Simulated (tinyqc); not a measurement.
## Layer from its matrix

Inverse problem. For (psi, psi'/m) a flat barrier below its edge has M = [[cosh Kd, (m/K) sinh Kd], [(K/m) sinh Kd, cosh Kd]], K = sqrt(m (U - E)/C), C = hbar^2/(2 m0). Its width is d = 2.7 nm. Find K, m and U.

Parameters, values chosen for the exercise: electron energy E = 0.321 eV.

Constants: q = 1.602176634e-19 C, hbar = 1.054571817e-34 J s, m0 = 9.1093837015e-31 kg, hbar^2/(2 m0) = 0.0380998212 eV nm^2. Results are converted to the units shown.

M of the layer (M12 in nm, M21 in 1/nm):

|  | 1 | 2 |
|---|---|---|
| 1 | 2.8312874 | 0.31951580 |
| 2 | 21.958815 | 2.8312874 |

Solution. K = arcosh(M11)/d, m/K = sqrt(M12/M21), and U = E + C K^2/m.

K = 0.6300 1/nm
m = 0.07600 m0
U = 0.5200 eV

Numbers from tinyqc (`OMP_NUM_THREADS=1 python tinyqc.py 2560133 2560134 out.jsonl`; about 0.01 s on one thread of a shared Intel Xeon 2.30GHz).
